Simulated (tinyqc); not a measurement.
Inputs raised by 2 %, one at a time: Gupta-type many-body potential for a metal. Computed by tinyqc, a small Python program. Command: `OMP_NUM_THREADS=1 python tinyqc.py 3000560 3000561 out.jsonl gupta sens`. One thread of a shared host (Intel(R) Xeon(R) Processor @ 2.30GHz), about 0.02 s of CPU time with the checks.

E_i = sum_j A exp(-p (r_ij/r0 - 1)) - xi rho_i^gamma, with rho_i = sum_j exp(-2 q (r_ij/r0 - 1)); gamma = 1/2 is the tight-binding second-moment form. The crystal is fcc unless stated; d is the neighbour distance and a fixed number of shells is kept.

Inputs (values chosen for the exercise, modelled on aluminium):
```
quantity                  value      unit
repulsion A                0.12        eV
hopping xi                 1.32        eV
decay p                    8.66         -
decay q                    2.52         -
reference distance r0     2.864  angstrom
shells kept                   3         -
embedding exponent gamma    0.5         -
```

Constants: 1 eV/angstrom^3 = 160.2176634 GPa.

Method:
- fcc shells: d sqrt(k), k = 1..5, with 12, 6, 24, 12, 24 atoms; Omega = d^3/sqrt2.
- Equilibrium: dE/dd = 0; B = d^2 E''(d)/(9 Omega).
- Repulsion and density of one neighbour in each shell, and their sums.
- Each neighbour j of the vacancy loses one repulsive term and one density term: E_v = sum_shells count x {-repulsion - xi [(rho - density)^gamma - rho^gamma]}. (The removed atom returns to a bulk-like site, so its own energy cancels.)

Runs; columns: (1) input moved; (2) from; (3) to; (4) cohesive energy E_c (eV); (5) neighbour distance d (angstrom); (6) bulk modulus B (GPa); (7) vacancy energy E_v (eV):
```
(1)                                 (2)      (3)     (4)     (5)     (6)     (7)
base run                              -        -  3.3568  2.8625  82.113  0.9851
repulsion A (eV)                   0.12   0.1224  3.3278  2.8720  81.094  0.9771
hopping xi (eV)                    1.32   1.3464  3.4538  2.8530  84.809  1.0131
decay p                            8.66   8.8332  3.3590  2.8708  83.482  1.0057
decay q                            2.52   2.5704  3.3439  2.8556  83.477  0.9636
reference distance r0 (angstrom)  2.864  2.92128  3.3568  2.9197  77.376  0.9851
embedding exponent gamma            0.5     0.51  3.4860  2.8403  87.745  1.0507
```

Exponents ln(y'/y) / ln(x'/x):
```
input                     cohesive energy E_c  neighbour distance d  bulk modulus B  vacancy energy E_v
repulsion A                            -0.438                 0.168          -0.630              -0.415
hopping xi                              1.439                -0.168           1.631               1.415
decay p                                 0.033                 0.147           0.835               1.045
decay q                                -0.194                -0.122           0.832              -1.115
reference distance r0                   0.000                 1.000          -3.000               0.000
embedding exponent gamma                1.908                -0.393           3.351               3.254
```

Which inputs matter most for each result?

Among the inputs moved here: cohesive energy E_c answers most in size to embedding exponent gamma (exponent +1.908), next to hopping xi (+1.439); its exponent is below 0.0005 for reference distance r0. Its exponent 0.000 in reference distance r0: energies do not depend on the length scale. Neighbour distance d answers most in size to reference distance r0 (exponent +1.000), next to embedding exponent gamma (-0.393). Its exponent +1.000 in reference distance r0: r0 is the length scale. Bulk modulus B answers most in size to embedding exponent gamma (exponent +3.351), next to reference distance r0 (-3.000). Its exponent -3.000 in reference distance r0: energy over volume. Vacancy energy E_v answers most in size to embedding exponent gamma (exponent +3.254), next to hopping xi (+1.415); its exponent is below 0.0005 for reference distance r0.
